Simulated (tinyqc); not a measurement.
## Schottky diode by thermionic emission with image-force lowering and series resistance: a Richardson plot

Metal on an n-type semiconductor with one parabolic valley; V > 0 is forward bias (metal positive). I = I0 [exp(Vj/(n Vt)) - 1] with Vj = V - I Rs; I0 = S A* T^2 exp(-(phi - dphi)/Vt), the lowering dphi taken at zero bias.

A* = 4 pi q me m0 kB^2/h^3 (times 1e-4 for A/(cm^2 K^2)); Nc = 2 (2 pi me m0 kB T/h^2)^1.5 (times 1e-6 for cm^-3); xi = Vt ln(Nc/Nd), Vbi = phi - xi; surface field Em = sqrt(2 q Nd (Vbi - V - Vt)/(eps0 eps_r)); dphi = sqrt(q Em/(4 pi eps0 eps_r)). Here V = 0 in Em; phi is held fixed.

Inputs (values chosen for the exercise); band and dielectric values close to those of cadmium telluride: electron mass me = 0.1 m0; relative permittivity eps_r = 10; barrier height seen from the metal phi = 0.55 eV; donor density Nd = 2e16 cm^-3; area S = 0.0013 cm^2.

Constants: q = 1.602176634e-19 C, kB = 1.380649e-23 J/K, h = 6.62607015e-34 J s, m0 = 9.1093837015e-31 kg, Vt = kB T/q, eps0 = 8.8541878128e-14 F/cm where lengths are in cm. Results are converted to the units shown.

Result of one run:

| T (K) | dphi (meV) | I0 (A) | ln(I0/(S T^2)) | 1/Vt (1/V) |
|---|---|---|---|---|
| 400 | 27.37 | 6.501e-4 | -12.68 | 29.01 |

What becomes of these results when the temperature T is changed from 400 to 200 K, all else the same?

Result of the changed run:

| T (K) | dphi (meV) | I0 (A) | ln(I0/(S T^2)) | 1/Vt (1/V) |
|---|---|---|---|---|
| 200 | 29.13 | 4.683e-11 | -27.74 | 58.02 |

The whole series:

| T (K) | dphi (meV) | I0 (A) | ln(I0/(S T^2)) | 1/Vt (1/V) |
|---|---|---|---|---|
| 200 | 29.13 | 4.683e-11 | -27.74 | 58.02 |
| 240 | 28.83 | 1.023e-8 | -22.71 | 48.35 |
| 280 | 28.50 | 5.029e-7 | -19.13 | 41.44 |
| 320 | 28.15 | 9.666e-6 | -16.44 | 36.26 |
| 360 | 27.77 | 9.896e-5 | -14.35 | 32.23 |
| 400 | 27.37 | 6.501e-4 | -12.68 | 29.01 |
| 450 | 26.82 | 0.004374 | -11.01 | 25.79 |

I0 grows by 7.97 decades. The line through the end rows has the slope -0.5190 eV and the intercept ln(10.8 A/(cm^2 K^2)), against phi = 0.55 eV and A* = 12.0. The difference comes from the lowering: dphi falls from 29.1 to 26.8 meV.

tinyqc, about 0.01 s, one thread, Intel Xeon 2.30GHz (shared host): `OMP_NUM_THREADS=1 python tinyqc.py 2640140 2640141 out.jsonl`
